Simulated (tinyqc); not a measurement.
Inside a calculation. Model: one level coupled to a phonon between two leads, self-consistent Born approximation.

tinyqc, about 0.04 s, one thread, Intel Xeon 2.30GHz (shared host): `OMP_NUM_THREADS=1 python tinyqc.py 2720022 2720023 out.jsonl` Printed values are rounded.

Wide-band leads with mu_L = +V/2 and mu_R = -V/2; phonons in equilibrium, Nq = 1/(exp(w0/kB T) - 1). Scattering links only energies that differ by w0, so a ladder E_k = E1 + k w0 closes on itself; terms that reach past its ends are dropped. Gn and Gp are the electron and hole parts of the spectral function A = Gn + Gp.

Values chosen for this exercise: temperature of leads and phonons T = 300 K; phonon energy w0 = 180 meV; level ed = 108 meV; coupling to the left lead GL = 82 meV; coupling to the right lead GR = 97 meV; electron-phonon matrix element M = 53 meV; bias V = 596 mV; rungs of the ladder shown nr = 7; lowest rung E1 = -441 meV.

Constants: q = 1.602176634e-19 C, kB = 1.380649e-23 J/K, Vt = kB T/q. Results are converted to the units shown.

Range of the model: The self-consistent Born approximation keeps only non-crossing phonon lines and no Hartree shift; it is rough once the coupling nears the phonon energy.

## The ladder and the first Green functions

|G|^2 = 1/[(E - ed)^2 + (GL + GR + Sin + Sout)^2/4], Gn = |G|^2 (GL fL + GR fR + Sin), Gp = |G|^2 (GL (1 - fL) + GR (1 - fR) + Sout), f = 1/(1 + exp((E - mu)/kB T)). On a single ladder the real part of the phonon self-energy, which needs all energies, is left out. At the start Sin = Sout = 0.

```
rung,E (meV),fL,fR,Gn (1/meV),Gp (1/meV)
0,-441,1,0.996056,5.77281e-4,1.23659e-6
1,-261,1.00000,0.192908,6.98559e-4,5.43020e-4
2,-81,1.00000,2.26184e-4,0.00187559,0.00221759
3,99,0.999546,2.14138e-7,0.0101298,0.0119929
4,279,0.675891,2.02687e-10,0.00148782,0.00331739
5,459,0.00196998,1.91849e-13,1.23113e-6,0.00136298
6,639,1.86832e-6,1.81590e-16,5.28336e-10,6.17302e-4
```

Nq = 9.47424e-4

## Iteration 1: scattering functions

Sin(E) = M^2 [(Nq + 1) Gn(E + w0) + Nq Gn(E - w0)], Sout(E) = M^2 [(Nq + 1) Gp(E - w0) + Nq Gp(E + w0)]. Nq = 1/(exp(w0/kB T) - 1).

```
rung,Sin (meV),Sout (meV)
0,1.96411,0.00144515
1,5.27506,0.00937858
2,28.4835,1.55871
3,4.18823,6.24395
4,0.0304201,33.7235
5,0.00396104,9.32902
6,3.27643e-6,3.83224
```

## Iteration 1: Green functions

|G|^2 = 1/[(E - ed)^2 + (GL + GR + Sin + Sout)^2/4], Gn = |G|^2 (GL fL + GR fR + Sin), Gp = |G|^2 (GL (1 - fL) + GR (1 - fR) + Sout), f = 1/(1 + exp((E - mu)/kB T)). On a single ladder the real part of the phonon self-energy, which needs all energies, is left out.

```
rung,Gn after iteration 1 (1/meV),Gp after iteration 1 (1/meV)
0,5.83296e-4,1.24055e-6
1,7.32708e-4,5.41283e-4
2,0.00236904,0.00211245
3,0.00951721,0.0114096
4,0.00136730,0.00387850
5,1.25314e-6,0.00142477
6,5.38991e-10,6.29765e-4
```

## Iteration 2: scattering functions

As before.

```
rung,Sin (meV),Sout (meV)
0,2.06013,0.00144053
1,6.66249,0.00910991
2,26.7611,1.55227
3,3.85068,5.94983
4,0.0288517,32.0837
5,0.00364032,10.9067
6,3.33499e-6,4.00598
```

## Iteration 2: Green functions

As before.

```
rung,Gn after iteration 2 (1/meV),Gp after iteration 2 (1/meV)
0,5.83590e-4,1.24050e-6
1,7.41642e-4,5.40802e-4
2,0.00234115,0.00212050
3,0.00954288,0.0114527
4,0.00137315,0.00385460
5,1.24930e-6,0.00143510
6,5.39163e-10,6.30329e-4
```

## Course of the iteration

Repeat until no Sin or Sout changes by more than 1e-9 meV.

Course of the iteration:
```
iteration,largest Sin + Sout (meV),largest change (meV)
1,33.7539,33.7
2,32.1125,1.72
3,32.2337,0.121
4,32.2276,6.11e-3
5,32.2281,4.37e-4
6,32.2280,2.27e-5
7,32.2280,1.57e-6
8,32.2280,8.40e-8
9,32.2280,5.61e-9
10,32.2280,3.10e-10
```

Converged in 10 iterations; the change shrinks by about 0.059 a step.

## Currents on the rungs

```
rung,converged Gn (1/meV),converged Gp (1/meV)
0,5.83662e-4,1.24049e-6
1,7.41157e-4,5.40828e-4
2,0.00234224,0.00212016
3,0.00954089,0.0114506
4,0.00137273,0.00385629
5,1.24946e-6,0.00143469
6,5.39125e-10,6.30420e-4
```

Spectral currents into the level: iL = GL [fL Gp - (1 - fL) Gn], iR = GR [fR Gp - (1 - fR) Gn].

```
rung,iL,iR,iL + iR
0,0.000102,-0.000103,-0.0000017
1,0.044348,-0.047904,-0.0035557
2,0.173853,-0.227099,-0.0532460
3,0.938171,-0.925466,0.0127059
4,0.177244,-0.133155,0.0440893
5,0.000130,-0.000121,0.0000083
6,0.000000,0.000000,0.0000000
```

sum of iL = 1.33385

On a single rung iL + iR need not vanish (largest 0.053), since phonons move electrons between rungs; summed over the ladder it does.
